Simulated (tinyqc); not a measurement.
Surface potential of a MOS transistor: implicit equation and explicit approximations: two steps of the calculation.

p-type body, charge-sheet picture, depletion and inversion only, full ionisation (an idealisation for deep acceptors), Boltzmann statistics (rough once Na exp(x - xn) passes about Nc/7). In units of Vt: xg = (Vg - Vfb)/Vt, x = psi/Vt, G = gamma/sqrt(Vt), xn = (2 phiF + Vc)/Vt. The implicit equation is (xg - x)^2 = G^2 [x - 1 + exp(x - xn)] for x above about 3. Cox = eps0 eox/tox.

Inputs (values chosen for the exercise); band and dielectric values close to those of germanium:
- T = 300 K (temperature)
- eox = 7.39 (relative permittivity of the gate insulator (close to silicon nitride))
- tox = 2.3 nm (insulator thickness)
- Vc = 1 V (channel-body voltage)

Constants: q = 1.602176634e-19 C, kB = 1.380649e-23 J/K, Vt = kB T/q, eps0 = 8.8541878128e-14 F/cm where lengths are in cm. Results are converted to the units shown.

Task 1. New x. D = exp(x - xn), f = (xg - x)^2 - G^2 (x - 1 + D), f' = -2 (xg - x) - G^2 (1 + D), x(new) = x - f/f'.

x at the start = 64.22
G = 0.61903932
xn = 56.227751
xg = 90.128424

Find: D; f; f'; x after iteration 1.

Result 1.

D = 2957.9
f = -486.49
f' = -1185.7
x after iteration 1 = 63.810

Task 2. Potential, charges and gate control. psi = Vt x; N_dep = Cox Vt G sqrt(x - 1)/q; N_inv = (Cox Vt G/q) [sqrt(x - 1 + exp(x - xn)) - sqrt(x - 1)]; dpsi/dVg = 1/[1 + G^2 (1 + exp(x - xn))/(2 (xg - x))].

converged x = 63.700740
G = 0.61903932
xn = 56.227751
xg = 90.128424

Wanted: psi; N_dep; N_inv; dpsi/dVg.

Result 2.

psi = 1.647 V
N_dep = 2.250e12 cm^-2
N_inv = 9.881e12 cm^-2
dpsi/dVg = 0.07264

psi lies 7.5 Vt above 2 phiF + Vc.

Program tinyqc, `OMP_NUM_THREADS=1 python tinyqc.py 2122198 2122199 out.jsonl`; Intel Xeon 2.30GHz, shared host, one thread, about 0.01 s.
